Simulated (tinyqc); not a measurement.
Double-gate transistor, scale length and short-channel effects: effect of the insulator thickness.

A body of thickness ts between two insulators of thickness ti and two tied gates. Below threshold the potential that source and drain add obeys Laplace's equation and vanishes on the gate. Its lowest mode decays along the channel as exp(-k y); k is the smallest positive root of the matching condition at the interface, and the scale length is Lambda = pi/k.

k is the smallest positive root of f(k) = ei cos(k ti) cos(k ts/2) - eps_r sin(k ti) sin(k ts/2). Along the channel psi(y) = s + a exp(y/l) + b exp(-y/l) with psi(0) = Vbi, psi(L) = Vbi + Vds and l = 1/k = Lambda/pi; with A = Vbi - s, B = A + Vds, x = exp(-L/l): a = (B - A x) x/(1 - x^2), b = (A - B x)/(1 - x^2). The minimum is s + 2 sqrt(a b), at y = (l/2) ln(b/a). The long-channel potential follows the gate as s = sT + (Vg - VTL)/m, and the threshold VT is the gate voltage at which the minimum equals sT. Swing = m Vt ln 10/g at threshold, g = d(minimum)/ds = 1 - (b x + a)/((1 + x) sqrt(a b)). DIBL = [VT(0.05 V) - VT(Vds)]/(Vds - 0.05 V). sT and Vbi are held fixed; m = 1.

Inputs (values chosen for the exercise); permittivities: semiconductor close to that of silicon, insulator close to that of aluminium oxide:
- T = 293 K (temperature)
- eps_r = 11.6 (relative permittivity of the semiconductor)
- ei = 8.56 (relative permittivity of the insulator)
- ts = 9.9 nm (body thickness)
- L = 28 nm (channel length)
- Vbi = 0.86 V (potential of the source)
- sT = 0.48 V (potential of the barrier top at threshold)
- Vds = 1 V (drain voltage)

Constants: q = 1.602176634e-19 C, kB = 1.380649e-23 J/K, Vt = kB T/q. Results are converted to the units shown.

Result of one run:
```
ti (nm),Lambda (nm),L/Lambda,VT - VTL at Vds (mV),DIBL (mV/V),swing (mV/decade)
0.48,11.19,2.501,-29.88,14.03,61.01
```

What becomes of these results when the insulator thickness ti is changed from 0.48 to 1.4 nm, all else the same?

Result of the changed run:
```
ti (nm),Lambda (nm),L/Lambda,VT - VTL at Vds (mV),DIBL (mV/V),swing (mV/decade)
1.4,13.59,2.060,-62.67,29.71,64.08
```

The whole series:
```
ti (nm),Lambda (nm),L/Lambda,VT - VTL at Vds (mV),DIBL (mV/V),swing (mV/decade)
0.37,10.90,2.569,-26.73,12.55,60.71
0.48,11.19,2.501,-29.88,14.03,61.01
0.62,11.57,2.421,-34.13,16.05,61.41
0.8,12.04,2.325,-40.01,18.85,61.97
1,12.57,2.228,-47.05,22.21,62.63
1.4,13.59,2.060,-62.67,29.71,64.08
1.8,14.59,1.919,-80.16,38.16,65.69
```

As ti goes from 0.37 to 1.8 nm, Lambda rises from 10.9 to 14.6 nm, DIBL rises from 12.5 to 38.2 mV/V and the swing rises from 60.7 to 65.7 mV a decade. On average Lambda goes as ti^(0.18).

Program tinyqc, `OMP_NUM_THREADS=1 python tinyqc.py 2420152 2420153 out.jsonl`; Intel Xeon 2.30GHz, shared host, one thread, about 0.01 s.
